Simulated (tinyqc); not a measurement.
Abrupt p-n junction, non-linear Poisson equation by Newton steps: one step of the calculation.

One dimension, p side on the left, n side on the right; net doping C = -Na for x < 0 and +Nd for x > 0. The potential psi is counted from the intrinsic level, and the quasi-Fermi potentials are flat: 0 for holes and -V for electrons, so n = ni exp((psi + V)/Vt) and p = ni exp(-psi/Vt) (Boltzmann statistics, full ionisation, no current).

Problem. Check against the exact first integral and the depletion approximation. ni = sqrt(Nc Nv) exp(-Eg/(2 Vt)), Eg in volts. Exact first integral for an abrupt junction with thick neutral sides: psi_p = -Vt ln(Na/ni), psi_n = Vt ln(Nd/ni) - V, psi_j = (Nd psi_n + Na psi_p - Vt (Nd - Na))/(Na + Nd) at the junction, n_j = ni exp((psi_j + V)/Vt), p_j = ni exp(-psi_j/Vt), and E_j^2 = (2 q/(eps0 eps_r)) [Nd (psi_n - psi_j - Vt) + Vt (n_j + p_j)] (minority densities of the neutral sides neglected). Depletion approximation: Vbi = Vt ln(Na Nd/ni^2), W = sqrt(2 eps0 eps_r (Vbi - V)(1/Na + 1/Nd)/q), xp = W Nd/(Na + Nd), xn = W Na/(Na + Nd), peak field 2 (Vbi - V)/W, capacitance eps0 eps_r/W.

Values chosen for this exercise; band and dielectric values close to those of silicon: temperature T = 300 K; band gap Eg = 1.1 eV; relative permittivity eps_r = 11.8; conduction-band density of states at T Nc = 2.75e19 cm^-3; valence-band density of states at T Nv = 2.66e19 cm^-3; acceptor density of the p side Na = 8.8e15 cm^-3; donor density of the n side Nd = 3.7e16 cm^-3; bias of the p side against the n side V = 0 V.

Constants: q = 1.602176634e-19 C, kB = 1.380649e-23 J/K, Vt = kB T/q, eps0 = 8.8541878128e-14 F/cm where lengths are in cm. Results are converted to the units shown.

Find: psi_j; exact field at the junction; Vbi; W; peak field in the depletion approximation.

Solution.

psi_j = 0.22490 V
exact field at the junction = 38.237 kV/cm
Vbi = 0.72192 V
W = 363.92 nm
peak field in the depletion approximation = 39.674 kV/cm

Numbers from tinyqc (`OMP_NUM_THREADS=1 python tinyqc.py 2000170 2000171 out.jsonl`; about 0.02 s on one thread of a shared Intel Xeon 2.30GHz).
